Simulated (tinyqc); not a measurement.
What moves the results: thin (001) film in sp3s* tight binding with raised dangling bonds. A value that a table varies takes the place of the one given here.

Planes alternate anion (a), cation (c) along [001], a/4 apart, starting with an anion; zero in-plane momentum; levels counted from the bulk Ev, the lower root of [[Epa, Vxx], [Vxx, Epc]]; no spin-orbit coupling. Block of s, pz, s*: from an anion to the cation above, Vss/2 (s,s), Vsapc/2 (s,z), -Vscpa/2 (z,s), Vxx/2 (z,z), Vxapc/2 (s*,z), -Vpaxc/2 (z,s*); to the cation below the same with the s-z and s*-z signs reversed. Block of u = (px + py)/sqrt2 and v = (px - py)/sqrt2: to the cation above (Vxx + Vxy)/2 for u and (Vxx - Vxy)/2 for v, to the cation below the reverse. Each surface atom has two dangling sp3 hybrids; raising both by dl adds (dl/2) [[1, t], [t, 1]] to its s, pz levels (t = -1 at the bottom face, +1 at the top) and dl to the one of u, v in whose plane the missing bonds lie (v for a bottom anion or a top cation, u for a top anion).

Values chosen for the exercise (near a published set for GaAs, fitted to gaps, whose masses and valley positions are rough; shifted at random, so the results belong to these values and not to a real crystal): p = (-8.384, 1.04, -2.675, 3.643, 8.601, 6.725, -6.408, 1.944, 5.116, 4.457, 5.781, 4.814, 4.802) eV (order Esa, Epa, Esc, Epc, Exa, Exc, Vss, Vxx, Vxy, Vsapc, Vscpa, Vxapc, Vpaxc); Nw = 31 (planes in the thicker film); a = 5.652 angstrom (lattice constant); dp = 30 eV (value of dl for the passivated films); Ns = (6, 11, 12, 15, 23, 33, 43, 65) (numbers of planes).

## States in the gap of a film

edges (eV): Gamma 1.48348, Delta 2.02430

Levels between 0 and the lower bulk edge, the largest weight on the two outer planes of both faces among them, and the nearest levels outside, for several shifts dl.

Film of Nw planes:
```
dl (eV)  levels in the gap              at (eV)  surface weight  next above (eV)  next below (eV)
0                        3  0.068, 1.038, 1.038            0.80           1.6296          -0.0455
1                        2         0.131, 0.218            0.41           1.6416          -0.0440
2                        2         0.397, 0.449            0.46           1.6583          -0.0433
3                        2         0.693, 0.733            0.48           1.6820          -0.0429
5                        2         1.179, 1.236            0.42           1.7597          -0.0425
10                       0                    -               -           1.4843          -0.0420
30                       0                    -               -           1.5483          -0.0416
100                      0                    -               -           1.5600          -0.0415
```

Can the levels of the bare film be read as confined subbands?

No: with bare surfaces (dl = 0) 3 levels lie in the bulk gap, with up to 80 % of the weight on the four outer planes, two a face, where an even spread gives 13 %; these are dangling-bond states, not subbands. The reruns show the bulk gap clear from dl = 10 eV on, and at dl = 30 eV the next level above lies -11.7 meV from its value at 100 eV. At dl = 10 eV the next level above is more than 20 meV from its value at 100 eV, so the surface still acts on it.

## Gap against thickness

Passivated films (finite dp, so levels can still be some meV from their limit), thickness N a/4. Highest level below mid-gap (either block) and the two lowest above it. The exponents are -d ln(shift)/d ln N between the sixth and the last film, for the valence level and for the lowest conduction level.

Levels (eV):
```
N   thickness (angstrom)      Ev1     Ec1     Ec2     gap
6                   8.48  -0.4860  1.9426  2.3751  2.4286
11                 15.54  -0.2487  1.7099  2.1197  1.9587
12                 16.96  -0.1878  1.7111  2.1080  1.8989
15                 21.20  -0.1497  1.6431  2.0737  1.7928
23                 32.50  -0.0714  1.5787  1.8895  1.6501
33                 46.63  -0.0371  1.5431  1.7333  1.5802
43                 60.76  -0.0227  1.5248  1.6539  1.5475
65                 91.84  -0.0103  1.5059  1.5741  1.5162
```

exponents: valence 1.89, conduction 1.44

The gap is 2.429 eV at 8.5 angstrom and 1.516 eV at 91.8, against 1.483 eV in the bulk along this line. At 15 planes the conduction side gives 160 meV of the widening and the valence side 150 meV. A hard-walled parabolic band has exponent 2; departures come from the offset between N a/4 and the effective width, from non-parabolicity and from the termination (odd and even N end differently: in the direction of the bond rows at the two faces and, in a compound, in the kind of atom), which also makes single steps in N uneven. Ec1 is the Gamma subband.

## What each change does

A film of Nw planes with shift dp: highest level below mid-gap (half the lower bulk edge) and the two lowest above. Each row changes one parameter from the base and keeps the others.

Results:
```
case        Ev1 (eV)  Ec1 (eV)  Ec2 (eV)
base         -0.0416    1.5483    1.7561
Nw = 32      -0.0369    1.5513    1.7547
dp = 15 eV   -0.0418    1.5240    1.7090
```

The largest shifts from the base row, up to three for each result and ties (the steps differ in size, so this ranks the rows, not the parameters). Ev1 (eV): Nw +0.0047, dp -0.0002. Ec1 (eV): dp -0.0243, Nw +0.0031. Ec2 (eV): dp -0.0471, Nw -0.0013. An odd change of Nw also changes which atoms end the film, so levels need not move as thickness alone would move them; the row for dp shows how far the passivation is from converged.

(tinyqc, `OMP_NUM_THREADS=1 python tinyqc.py 1451164 1451165 out.jsonl`, Intel(R) Xeon(R) Processor @ 2.30GHz, 1 thread, shared host, about 0.4 s.)
